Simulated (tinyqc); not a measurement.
Inside a calculation. Model: on-chip interconnect, size-dependent resistivity and RC delay.

tinyqc, about 0.01 s, one thread, Intel Xeon 2.30GHz (shared host): `OMP_NUM_THREADS=1 python tinyqc.py 2100154 2100155 out.jsonl` Printed values are rounded.

A rectangular line between two neighbours and two ground planes. Surface and grain-boundary scattering are added to the bulk resistivity as corrections; capacitances are parallel-plate values without fringing; inductance is ignored.

Parameters, values chosen for the exercise; metal values close to those of copper: bulk resistivity rho0 = 1.67 uohm cm; bulk mean free path lam = 39.4 nm; specular share of surface scattering ps = 0; reflection coefficient of grain boundaries Rg = 0.51; grain size over the metal width gr = 1; drawn line width wd = 18 nm; aspect ratio, height over width AR = 2.4; liner on both walls and the bottom, not conducting tl = 1.3 nm; space to the neighbouring lines sp = 18 nm; dielectric height to the planes above and below hd = 24 nm; relative permittivity of the dielectric ek = 3.9; Miller factor of the neighbours Mf = 2; line length Lw = 56 um; driver resistance Rd = 13000 ohm; load capacitance Cl = 0.14 fF; time step dt = 99 ps.

Constants: eps0 = 8.8541878128e-12 F/m. Results are converted to the units shown.

Range of the model: The metal width is under the mean free path, where the thick-limit surface term and the simple sum of corrections lose accuracy.

## Resistivity, resistance and capacitance per length

Metal width x = wd - 2 tl, height y = AR wd - tl; grain boundaries (Mayadas-Shatzkes): al = (lam/(gr x)) Rg/(1 - Rg), g = 1/[1 - 3 al/2 + 3 al^2 - 3 al^3 ln(1 + 1/al)] - 1; surfaces (Fuchs-Sondheimer, thick limit): s = (3/8) lam (1 - ps)(1/x + 1/y); rho = rho0 (1 + g + s); r = rho/(x y); c = eps0 ek (2 wd/hd + 2 Mf AR wd/sp).

x = 15.4 nm
y = 41.9 nm
al = 2.66287
g = 3.60631
s = 1.31204
rho = 9.88365 uohm cm
r = 153.173 ohm/um
c = 0.383298 fF/um

rho is 5.92 times the bulk value; grain boundaries add more (3.61 against 1.31). The liner takes 17.0 % of the cross-section.

## Ladder and Elmore delays

7 equal pi sections: series Rs = r Lw/7; node capacitances c Lw/7, halved at nodes 0 and 7, with Cl added to node 7; Rd feeds node 0. Elmore delay of node k: the sum, over the resistors on the path to k, of resistance times all capacitance downstream of it.

Rs = 1225.38 ohm

| node | C (fF) | Elmore delay (ps) |
|---|---|---|
| 0 | 1.53319 | 280.861 |
| 1 | 3.06638 | 305.456 |
| 2 | 3.06638 | 326.294 |
| 3 | 3.06638 | 343.374 |
| 4 | 3.06638 | 356.697 |
| 5 | 3.06638 | 366.262 |
| 6 | 3.06638 | 372.070 |
| 7 | 1.67319 | 374.120 |

The far-end value equals Rd (c Lw + Cl) + r Lw (c Lw/2 + Cl) for any number of pi sections; the line resistance contributes 24.9 % of it.

## Step 1: node voltages after a time step

| node | v at t = 0 (V) |
|---|---|
| 0 | 0 |
| 1 | 0 |
| 2 | 0 |
| 3 | 0 |
| 4 | 0 |
| 5 | 0 |
| 6 | 0 |
| 7 | 0 |

A 1 V step is applied behind Rd at t = 0. C dv/dt = -G v + b, with G the conductance matrix of the ladder (1/Rs between neighbours, 1/Rd added at node 0) and b = (1 V/Rd, 0, ...). Trapezoidal step: (C/dt + G/2) v(new) = (C/dt - G/2) v + b.

| node | v at t = 1 dt (V) |
|---|---|
| 0 | 0.522198 |
| 1 | 0.402720 |
| 2 | 0.313812 |
| 3 | 0.248724 |
| 4 | 0.202518 |
| 5 | 0.171684 |
| 6 | 0.153882 |
| 7 | 0.147762 |

## Step 2: node voltages after a time step

As before.

| node | v at t = 2 dt (V) |
|---|---|
| 0 | 0.454963 |
| 1 | 0.475477 |
| 2 | 0.470943 |
| 3 | 0.454516 |
| 4 | 0.434829 |
| 5 | 0.417405 |
| 6 | 0.405600 |
| 7 | 0.401222 |

## Course in time

A 1 V step is applied behind Rd at t = 0. C dv/dt = -G v + b, with G the conductance matrix of the ladder (1/Rs between neighbours, 1/Rd added at node 0) and b = (1 V/Rd, 0, ...). Trapezoidal step: (C/dt + G/2) v(new) = (C/dt - G/2) v + b. The last column solves the same ladder exactly by its modes.

Voltages (V):

| t (ps) | node 0 | node 3 | node 7 | node 7, exact |
|---|---|---|---|---|
| 99.00 | 0.5222 | 0.2487 | 0.1478 | 0.1829 |
| 198.0 | 0.4550 | 0.4545 | 0.4012 | 0.3864 |
| 297.0 | 0.7321 | 0.5696 | 0.5403 | 0.5394 |
| 396.0 | 0.6864 | 0.6989 | 0.6547 | 0.6542 |
| 495.0 | 0.8604 | 0.7553 | 0.7466 | 0.7404 |
| 594.0 | 0.8122 | 0.8330 | 0.8039 | 0.8052 |
| 693.0 | 0.9334 | 0.8614 | 0.8588 | 0.8537 |
| 792.0 | 0.8832 | 0.9071 | 0.8895 | 0.8902 |
| 891.0 | 0.9735 | 0.9217 | 0.9209 | 0.9176 |
| 990.0 | 0.9243 | 0.9482 | 0.9380 | 0.9381 |
| 1089 | 0.9947 | 0.9559 | 0.9555 | 0.9536 |
| 1188 | 0.9485 | 0.9709 | 0.9654 | 0.9651 |

The far end of the ladder reaches 0.5 V at 268.7 ps, 0.718 of its Elmore delay (ln 2 = 0.693 for a single pole); the slowest mode has a time constant of 345.2 ps. The largest error of the trapezoidal steps at that node is 35 mV. Node 0 swings up and down from step to step: the trapezoidal rule does not damp modes much faster than dt, so these swings are numerical.
